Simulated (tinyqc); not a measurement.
What moves the results: two-band k.p model of the Delta valleys near the X point under shear strain. A value that a table varies takes the place of the one given here.

Valley pair on the [001] axis, kz counted from the X point, c = hbar^2/2m0, k0 = kx0 2 pi/a. H = (c kz^2/ml + c (kx^2 + ky^2)/mt + c k0^2/ml) 1 + (2 c k0 kz/ml) sigma_z + (D exy - 2 c kx ky/Mp) sigma_x, so E = c kz^2/ml + c (kx^2 + ky^2)/mt + c k0^2/ml -/+ sqrt((2 c k0 kz/ml)^2 + (D exy - 2 c kx ky/Mp)^2). Without strain the lower band has its minima, E = 0, at kz = +/- k0. Shifts from diagonal strain are left out.

For |eta| < 1: k_min = k0 sqrt(1 - eta^2), E_min = -Delta eta^2/2, ml(eta) = ml/(1 - eta^2), 1/m[110] = 1/mt + eta/Mp, 1/m[1-10] = 1/mt - eta/Mp. For |eta| > 1 the minimum sits at X: E_min = -Delta (2 |eta| - 1)/2, ml(eta) = ml/(1 - 1/|eta|), and eta is replaced by its sign in the transverse masses. Here Delta = 2 c k0^2/ml and eta = D exy/Delta.

s11 = (C11 + C12)/((C11 - C12)(C11 + 2 C12)), s12 = -C12/((C11 - C12)(C11 + 2 C12)), s44 = 1/C44; exx = s11 sxx + s12 (syy + szz) and cyclic, exy = s44 sxy/2; tension is positive. A uniaxial stress X along the unit vector n is s_ij = X n_i n_j.

Constants: hbar^2/2m0 = 3.80998211 eV angstrom^2; kB = 8.617333262e-05 eV/K.

Inputs chosen for the exercise (near those of Si; not measured data): a = 5.435 angstrom (lattice constant); ml = 0.894 m0 (longitudinal mass); mt = 0.195 m0 (transverse mass); kx0 = 0.155 2 pi/a (distance of the minimum from X); D = 14.2 eV (shear deformation potential); Mp = 0.239 m0 (coupling mass); C11 = 163.2 GPa; C12 = 63 GPa; C44 = 80.8 GPa; Xu = 9.63 eV (uniaxial potential); T = 400 K (temperature); exy = 0.0028 (shear strain).

## Sweep of the shear strain

Delta = 2 c k0^2/ml, eta = D exy/Delta.

The minimum:

| exy | eta | k_min/k0 | E_min (meV) | ml(eta) | m[110] | m[1-10] | density-of-states mass |
|---|---|---|---|---|---|---|---|
| 0.0000 | 0.000 | 1.000 | 0.0 | 0.894 | 0.1950 | 0.1950 | 0.324 |
| 0.0019 | 0.099 | 0.995 | -1.3 | 0.903 | 0.1805 | 0.2121 | 0.326 |
| 0.0048 | 0.249 | 0.968 | -8.5 | 0.953 | 0.1621 | 0.2447 | 0.336 |
| 0.0096 | 0.498 | 0.867 | -34.0 | 1.189 | 0.1387 | 0.3285 | 0.378 |
| 0.0145 | 0.752 | 0.659 | -77.5 | 2.060 | 0.1208 | 0.5050 | 0.501 |
| 0.0173 | 0.898 | 0.441 | -110.3 | 4.602 | 0.1126 | 0.7286 | 0.723 |
| 0.0231 | 1.199 | 0.000 | -191.2 | 5.396 | 0.1074 | 1.0592 | 0.850 |
| 0.0308 | 1.598 | 0.000 | -300.5 | 2.389 | 0.1074 | 1.0592 | 0.648 |

The valleys reach X at eta = 1, that is exy = 0.0193. The shift is quadratic up to eta = 1 (-8.5 meV at eta = 0.25, -34.0 meV at 0.50) and linear beyond, while 1/m[110] rises linearly, taking m[110] from 0.195 to its floor 0.1074, a gain of 82 % in 1/m. ml(eta) diverges at eta = 1; the largest value listed is 5.40. A deformation-potential model with fixed masses misses all of this.

## Tension along [110]: repopulation and mass change

The z valleys move against the x and y valleys by Xu (ezz - exx) and, through the shear, by E_min. Share of the z valleys n = w/(w + 2 exp(dE/kT)), dE the total relative shift, w = sqrt(ml(eta) m[110] m[1-10]/(ml mt^2)). Along [110]: 1/m_c = n/m[110] + (1 - n)(1/ml + 1/mt)/2. Fixed masses means E_min = 0, w = 1, m[110] = mt. Gains are against 3/(1/ml + 2/mt) at a fixed scattering time.

Results:

| X (GPa) | Xu (ezz - exx) (meV) | E_min (meV) | m[110] | m_c fixed masses | m_c with shear | gain fixed (%) | gain with shear (%) |
|---|---|---|---|---|---|---|---|
| 0.00 | 0.0 | 0.0 | 0.1950 | 0.2637 | 0.2637 | 0.0 | 0.0 |
| 0.25 | -12.0 | -0.2 | 0.1888 | 0.2529 | 0.2482 | 4.3 | 6.2 |
| 0.50 | -24.0 | -0.9 | 0.1830 | 0.2423 | 0.2318 | 8.9 | 13.8 |
| 1.00 | -48.1 | -3.5 | 0.1724 | 0.2240 | 0.2006 | 17.7 | 31.5 |
| 1.50 | -72.1 | -7.9 | 0.1630 | 0.2114 | 0.1766 | 24.8 | 49.3 |
| 2.00 | -96.1 | -14.1 | 0.1545 | 0.2037 | 0.1603 | 29.5 | 64.5 |
| 3.00 | -144.2 | -31.7 | 0.1400 | 0.1973 | 0.1408 | 33.7 | 87.4 |

At 1 GPa repopulation alone gives 17.7 % and the shear terms raise it to 31.5 %. From 2 to 3 GPa the fixed-mass gain grows by 4.2 points, towards its ceiling of 35.2 % when all electrons sit in the z valleys, whereas the gain with shear grows by 22.8 points because m[110] keeps falling.

## What each parameter does

Delta = 2 c k0^2/ml, eta = D exy/Delta. Each row changes one parameter from the base and keeps the others.

Results:

| case | eta | E_min (meV) | ml(eta) (m0) | m[110] (m0) | m[1-10] (m0) |
|---|---|---|---|---|---|
| base | 0.1453 | -2.89 | 0.9133 | 0.1743 | 0.2212 |
| ml = 0.83142 m0 | 0.1351 | -2.69 | 0.8469 | 0.1756 | 0.2192 |
| mt = 0.20865 m0 | 0.1453 | -2.89 | 0.9133 | 0.1852 | 0.2390 |
| kx0 = 0.14415 2 pi/a | 0.1680 | -3.34 | 0.9200 | 0.1715 | 0.2260 |
| D = 15.194 eV | 0.1554 | -3.31 | 0.9161 | 0.1731 | 0.2233 |
| Mp = 0.22227 m0 | 0.1453 | -2.89 | 0.9133 | 0.1730 | 0.2235 |
| exy = 0.0026 | 0.1349 | -2.49 | 0.9106 | 0.1757 | 0.2191 |

The largest shifts from the base row, up to three for each result and ties (the steps differ in size, so this ranks the rows, not the parameters). eta: kx0 +0.0227, exy -0.0104, D +0.0102, ml -0.0102; unchanged at the printed digits by mt and Mp. E_min (meV): kx0 -0.45, D -0.42, exy +0.40; unchanged at the printed digits by mt and Mp. ml(eta) (m0): ml -0.0664, kx0 +0.0067, D +0.0029; unchanged at the printed digits by mt and Mp. m[110] (m0): mt +0.0108, kx0 -0.0028, Mp -0.0014. m[1-10] (m0): mt +0.0177, kx0 +0.0047, Mp +0.0023.

tinyqc: `OMP_NUM_THREADS=1 python tinyqc.py 1051540 1051541 out.jsonl`; about 0.01 s, one thread, shared Intel(R) Xeon(R) Processor @ 2.30GHz.
